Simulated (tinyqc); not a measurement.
Nucleation and growth of vacancy voids in a cooling silicon-like crystal. Changing the temperature of the worked step T. Computed by tinyqc, a small Python program. Command: `OMP_NUM_THREADS=1 python tinyqc.py 3024934 3024935 out.jsonl voids sweep`. One thread of a shared host (Intel(R) Xeon(R) Processor @ 2.30GHz), about 0.03 s of CPU time with the checks.

Spherical voids; vacancies are lost only to voids.

Inputs (values chosen for the exercise, for a model crystal): vacancy density at the melting point C_m = 6e+14 1/cm^3; formation energy E_f = 4.1 eV; melting point T_m = 1685 K; diffusion prefactor D0 = 0.0017 cm^2/s; migration energy E_m = 0.4 eV; site density rho = 5e+22 1/cm^3; void surface energy gamma = 0.972 J/m^2; vacancy excess C0 = 4e+13 1/cm^3.

Vacancy supply: given.

Constants: k_B = 8.617333262e-05 eV/K; k_B = 1.380649e-23 J/K; e = 1.602176634e-19 C.

Method. C = C0 as given. C_e = C_m exp[-(E_f/k_B)(1/T - 1/T_m)]; D = D0 exp(-E_m/(k_B T)); f = k_B T ln(C/C_e); r* = 2 gamma/(rho f); W* = 16 pi gamma^3/(3 rho^2 f^2); Z = f/sqrt(12 pi W* k_B T); I = rho Z (4 pi r* D C) exp(-W*/(k_B T)).

One run for each value:
```
temperature of the worked step T (K)  rate I (1/(cm^3 s))  W*/(k_B T)  critical radius r* (nm)  C_e (1/cm^3)
1300                                           2.5516e+10       33.29                  0.38311    1.4010e+11
1320                                           7.3974e+07       39.10                  0.41833    2.4393e+11
1340                                           3.4825e+04       46.71                  0.46068    4.1773e+11
1360                                           1.1384e+00       56.97                  0.51258    7.0415e+11
1370                                           1.5901e-03       63.51                  0.54317    9.0900e+11
1390                                           4.9159e-11       80.71                  0.61680    1.4982e+12
1410                                           2.8540e-22      106.48                  0.71353    2.4347e+12
1430                                           3.2208e-40      147.68                  0.84623    3.9030e+12
```

What does the table show?

Over the rows, rate I (1/(cm^3 s)) falls from 2.55e10 to 3.22e-40 (exponent d ln y / d ln x -380 between the first rows and -2900 between the last); W*/(k_B T) rises from 33.3 to 148 (exponent d ln y / d ln x 11 between the first rows and 23 between the last); critical radius r* (nm) rises from 0.383 to 0.846 (exponent d ln y / d ln x 5.8 between the first rows and 12 between the last).

Caution (rows 1300): at such a rate voids would have used up the initial excess before the crystal cooled to this T.
